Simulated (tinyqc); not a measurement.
Band bending at a free surface with a continuum of surface states, surface photovoltage and Kelvin probe: two steps of the calculation.

n-type bulk, xi = Ec - EF = Vt ln(Nc/Nd), p0 = ni^2/Nd, ni = sqrt(Nc Nv) exp(-Eg/(2 Vt)), Eg in volts. b is the upward band bending, u = b/Vt. Space charge per area, in units of q: Qc = sign(b) sqrt((2 eps0 eps_r Vt/q) [(Nd + dn)(exp(-u) - 1) + Nd u + (p0 + dn)(exp(u) - 1)]), with dn the excess density under light (flat quasi-Fermi levels; 0 in the dark). The states hold -Ds (E0 - xi - b): negative while the Fermi level lies above the neutrality level. Neutrality: Qc + Qf + (charge of the states) = 0.

Inputs (values chosen for the exercise); band and dielectric values close to those of gallium nitride:

| symbol | value | unit | meaning |
|---|---|---|---|
| T | 300 | K | temperature |
| Eg | 3.46 | eV | band gap |
| eps_r | 9.5 |  | relative permittivity |
| Nc | 2.29e18 | cm^-3 | conduction-band density of states at T |
| Nv | 4.66e19 | cm^-3 | valence-band density of states at T |
| Nd | 3.2e15 | cm^-3 | donor density |
| Qf | 0 | cm^-2 | fixed positive charge at the surface |
| Ds | 2.9e12 | cm^-2 eV^-1 | density of surface states |
| E0 | 0.33 | eV | depth of their neutrality level below the conduction edge |
| dn | 7.4e12 | cm^-3 | excess carrier density under light |

Constants: q = 1.602176634e-19 C, kB = 1.380649e-23 J/K, Vt = kB T/q, eps0 = 8.8541878128e-14 F/cm where lengths are in cm. Results are converted to the units shown.

Problem 1. Band bending in the dark. Fixed-point step: b(new) = E0 - xi - (Qc(b) + Qf)/Ds.

b after iteration 1 = 0.13965569 V

Find: b after iteration 2.

Solution 1.

b after iteration 2 = 0.13874 V

Problem 2. Surface photovoltage. Under chopped light the surface charge keeps its dark value, so b falls to bL with Qc(bL, dn) = Qc(b, 0); the photovoltage is b - bL. Qc rises with b, so bL follows by bisection.

converged b = 0.13881520 V

Wanted: bL; photovoltage; share of b removed; excess holes at the surface, dn exp(bL/Vt).

Solution 2.

bL = 0.1298 V
photovoltage = 8.997 mV
share of b removed = 6.481 %
excess holes at the surface, dn exp(bL/Vt) = 1.122e15 cm^-3

tinyqc, about 0.01 s, one thread, Intel Xeon 2.30GHz (shared host): `OMP_NUM_THREADS=1 python tinyqc.py 2430037 2430038 out.jsonl`
